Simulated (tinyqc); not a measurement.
Worked calculation: a particle near a wafer in liquid: double-layer and van der Waals forces (DLVO), deposition barrier and removal. Computed by tinyqc, a small Python program that keeps every step. Command: `OMP_NUM_THREADS=1 python tinyqc.py 3110253 3110254 out.jsonl dlvo walk`. One thread of a shared host (Intel(R) Xeon(R) Processor @ 2.30GHz), about 0.01 s of CPU time with the checks. Intermediate numbers are printed to about 6 digits and carried at full precision; extremes and crossings named in words are read from the listed rows.

Sphere and flat wall, Derjaguin approximation, constant potentials in the linear-superposition form, no retardation and no hydration force.

Inputs (values chosen for the exercise, of the order of those for silica on silicon in water):
```
quantity                             value   unit
particle radius R                      330     nm
Hamaker constant A                 1.4e-20      J
potential of the particle psi_1        -45     mV
potential of the wafer psi_2           -51     mV
salt concentration c               0.00081  mol/L
valence z of the symmetric salt          1      -
temperature T                          298      K
dielectric constant of the liquid     78.4      -
gap h                                  2.3     nm
contact distance h0                    0.4     nm
contact radius over R                 0.12      -
viscosity                             0.47  mPa s
```

Constants: e = 1.602176634e-19 C; N_A = 6.02214076e+23 1/mol; eps_0 = 8.8541878128e-12 F/m; k_B = 1.380649e-23 J/K; k_B = 8.617333262e-05 eV/K.

## Screening

kappa^2 = 2 z^2 e^2 N_A (1000 c)/(eps eps_0 k_B T); gamma_i = tanh(z e psi_i/(4 k_B T)); Z = 64 pi eps eps_0 (k_B T/(z e))^2 gamma_1 gamma_2.

kappa = 0.0936400 1/nm

Debye length = 10.6792 nm

gamma_1 = -0.412060

gamma_2 = -0.459362

Z = 17.4216 pN

kappa R = 30.9012

Like signs: the double layers repel.

## Energy and force at one gap

U(h) = Z R exp(-kappa h) - A R/(6 h); F(h) = -dU/dh = kappa Z R exp(-kappa h) - A R/(6 h^2), positive for repulsion.

double-layer energy = 1126.60 k_B T

van der Waals energy = -81.3698 k_B T

U(h) = 1045.23 k_B T

F(h) = 288.481 pN

Caution: for kappa h below 1 linear superposition is only rough, and charge regulation matters.

## The curve

The formulas are those given above.

Against the gap:
```
h (nm)  kappa h  U (k_B T)        F (pN)
0.4     0.03746     878.09  -4.29394e+03
0.6     0.05618    1009.08  -1.62995e+03
1.0     0.09364    1085.28  -2.79774e+02
1.5     0.14046    1089.46   1.25580e+02
2.5     0.23410    1030.83   3.02786e+02
4.0     0.37456     914.01   3.22039e+02
7.0     0.65548     698.75   2.63792e+02
12.0    1.12368     438.65   1.69660e+02
20.0    1.87280     205.40   8.08153e+01
40.0    3.74560      28.33   1.22353e+01
```

Caution: in rows with kappa h below 1 linear superposition is only rough.

## Barrier and secondary minimum

F = 0 reads x^2 exp(-x) = y with x = kappa h and y = A kappa/(6 Z); the left side peaks at x = 2 with 4/e^2 = 0.5413, so roots exist for smaller y: x < 2 is the barrier, x > 2 the secondary minimum.

y = 0.0125415

position of the barrier = 1.26917 nm

barrier height = 1093.30 k_B T

position of the secondary minimum = 92.9833 nm

energy at the secondary minimum = -1.78157 k_B T

A barrier above 15 k_B T practically stops deposition.

## Critical salt concentration

The barrier height is zero when U = 0 and F = 0 together: kappa h = 1 and kappa = 6 Z/(e A), e = 2.718282 here; c follows from kappa^2, with the potentials held fixed.

critical kappa = 2.74674 1/nm

critical concentration = 0.696942 mol/L

## Adding salt

kappa scales as sqrt(c); potentials are held fixed. A dash marks rows without a maximum.

Against the concentration:
```
c (mol/L)  Debye length (nm)  barrier at (nm)  barrier (k_B T)  minimum at (nm)  minimum (k_B T)
6.97e-05             36.4053          2.27833          1230.43      3.73593e+02     -4.52133e-01
6.97e-04             11.5124          1.31469          1104.19      1.01359e+02     -1.63670e+00
6.97e-03              3.6405          0.77690           887.92      2.64670e+01     -6.09847e+00
3.48e-02              1.6293          0.55364           656.74      9.97513e+00     -1.56973e+01
1.39e-01              0.8152          0.43020           389.34      4.10995e+00     -3.65038e+01
3.48e-01              0.5152          0.37974           175.82      2.18099e+00     -6.55389e+01
6.27e-01              0.3838          0.36454            27.17      1.39448e+00     -9.72668e+01
1.05e+00              0.2966          0.37510          -104.40      8.82929e-01     -1.40758e+02
2.09e+00              0.2102                -                -                -                -
```

At low salt the barrier tends to Z R = 1400 k_B T; it is half of that between 0.0070 and 0.035 mol/L and changes sign at 0.70 mol/L, while the secondary minimum deepens to -97 k_B T at 0.9 of that.

## Removing an attached particle

Adhesion F_a = A R/(6 h0^2) [1 + a^2/(R h0)] - kappa Z R exp(-kappa h0), a the contact radius. Drag in a shear flow F_d = 1.7 x 6 pi mu R^2 G, acting at 1.4 R; rolling starts when 1.4 R F_d = a F_a. Wall shear stress = mu G.

van der Waals adhesion = 61985 pN

net adhesion F_a = 61466.4 pN

wall shear stress for rolling = 1509.78 Pa

shear rate G = 3.21230e+06 1/s

Checks made by the program: force against a difference of U (relative difference below 1e-10).
